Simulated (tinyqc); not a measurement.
# Changing the backscatter range beta

Model: electron-beam lithography: double-Gaussian proximity function, edge placement and dose correction for parallel lines. Computed by tinyqc, a small Python program. Command: `OMP_NUM_THREADS=1 python tinyqc.py 3112675 3112676 out.jsonl proximity sweep`. One thread of a shared host (Intel(R) Xeon(R) Processor @ 2.30GHz), about 0.01 s of CPU time with the checks.

Lines are infinitely long. Absorbed energy is counted so that the middle of a very large area written at dose 1 receives 1; the resist develops where it exceeds 1/2.

Inputs (values chosen for the exercise, of the order of those for 30 keV electrons in resist on silicon): forward range alpha = 0.027 micrometre; backscatter ratio eta = 1.

line widths (micrometre): 4.6  6.6  3.1  1.3  0.076

gaps between the lines (micrometre): 0.27  0.23  0.41  0.75

Method:
- The first line starts at x = 0; each next one starts after the width and the gap.
- f(r) = [exp(-r^2/alpha^2)/alpha^2 + eta exp(-r^2/beta^2)/beta^2]/(pi (1 + eta)). A line from a to b at dose d gives E(x) = d [S(alpha) + eta S(beta)]/(1 + eta), S(s) = [erf((b - x)/s) - erf((a - x)/s)]/2.
- M_ij is the mean of E at the two edges of line i from line j at dose 1.
- Uncorrected edge energies are M 1. Solve M d = 1/2 for the doses d that put the mean edge energy of every line at the threshold.

One run for each value:

| backscatter range beta (micrometre) | largest over smallest dose |
|---|---|
| 0.92 | 2.3007 |
| 1.60 | 2.2258 |
| 2.70 | 2.1652 |
| 4.60 | 2.0250 |
| 7.80 | 1.7339 |
| 13.00 | 1.3397 |
| 23.00 | 1.0878 |
| 38.00 | 1.0220 |

What does the table show?

Over the rows, largest over smallest dose falls from 2.30 to 1.02 (exponent d ln y / d ln x -0.060 between the first rows and -0.12 between the last).

Extremes, crossings and ranges named in words are read from the listed rows.
